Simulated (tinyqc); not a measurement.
Ballistic transport through the one-dimensional subbands of a rectangular nanowire or nanosheet channel: one step, computed by the program tinyqc. Command: `OMP_NUM_THREADS=1 python tinyqc.py 3004567 3004568 out.jsonl wire walk`. One thread of a shared host (Intel(R) Xeon(R) Processor @ 2.30GHz), about 0.03 s of CPU time with the checks.

Hard walls, parabolic subbands, transport along x. Energies are counted from the bulk conduction band edge at the top of the barrier, which the gate pulls down by U; the source Fermi level lies at the bulk edge when U = 0.

Question. Subbands. E_pq = (hbar^2 pi^2/2)(p^2/(m_y b^2) + q^2/(m_z a^2)); valley pairs: (m_x, m_y, m_z) = (m_t, m_t, m_l), (m_t, m_l, m_t), (m_l, m_t, m_t), each with degeneracy g = 2; the 10 lowest subbands are kept.

Inputs (values chosen for the exercise, modelled on silicon):
```
quantity        value  unit
light mass m_t   0.19   m_0
heavy mass m_l   0.93   m_0
height a          2.5    nm
width b           3.3    nm
```

Valleys: silicon [100] wire.

Constants: hbar^2/(2 m_0) = 3.80998212 eV angstrom^2; k_B = 8.617333262e-05 eV/K.

Give: Subbands.

Answer.

Subbands:
```
valley axis  p  q  E (meV)  m_x (m_0)
z            1  1   246.43       0.19
y            1  1   353.79       0.19
z            1  2   440.51       0.19
y            2  1   465.17       0.19
x            1  1   498.39       0.93
y            3  1   650.82       0.19
z            1  3   763.98       0.19
z            2  1   791.64       0.19
y            4  1   910.72       0.19
z            2  2   985.72       0.19
```
